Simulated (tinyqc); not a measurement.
Critical points: density of states of one tight-binding band on the triangular lattice.

E(k) = -2 t (cos 2 pi k1 + cos 2 pi k2 + cos 2 pi (k1 + k2)); k in fractions of the reciprocal vectors, mesh k_i = j/N with j = 0 .. N-1. Densities are per cell and per spin, so the band holds one state.

Inputs chosen for the exercise: t = 0.78 eV (nearest hopping).

The gradient vanishes at these points by symmetry; the signs of the eigenvalues of the second-derivative matrix give the type.

Critical points:
```
point                 k   E (eV)  positive  negative     type
Gamma            (0, 0)  -4.6800         2         0  minimum
M              (0.5, 0)   1.5600         1         1   saddle
K      (0.3333, 0.3333)   2.3400         0         2  maximum
```

What does the comparison show?

Gamma is a minimum at -4.680 eV: g has a step there. M is a saddle at 1.560 eV: g diverges logarithmically there. K is a maximum at 2.340 eV: g has a step there.

Computed by tinyqc, a small Python program: `OMP_NUM_THREADS=1 python tinyqc.py 1651525 1651526 out.jsonl` (the numbers bound the seed that draws the inputs); one thread of a shared host (Intel(R) Xeon(R) Processor @ 2.30GHz), about 0.08 s for the whole set of steps.
